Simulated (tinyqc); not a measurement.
# Partial widths from the peak

Inverse problem. A Breit-Wigner resonance has total width G = GL + GR and peak transmission Tp = 4 GL GR/G^2. GL is known to be the larger. Find GL, GR and the lifetime hbar/G.

Constants: q = 1.602176634e-19 C, hbar = 1.054571817e-34 J s. Results are converted to the units shown.

G = 0.69073827 meV
Tp = 0.90957689

Solution. GL and GR have the sum G and the product Tp G^2/4, so they are (G/2)(1 +/- sqrt(1 - Tp)).

GL = 0.449 meV
GR = 0.242 meV
lifetime = 953 fs

tinyqc, about 0.2 s, one thread, Intel Xeon 2.30GHz (shared host): `OMP_NUM_THREADS=1 python tinyqc.py 2600105 2600106 out.jsonl`
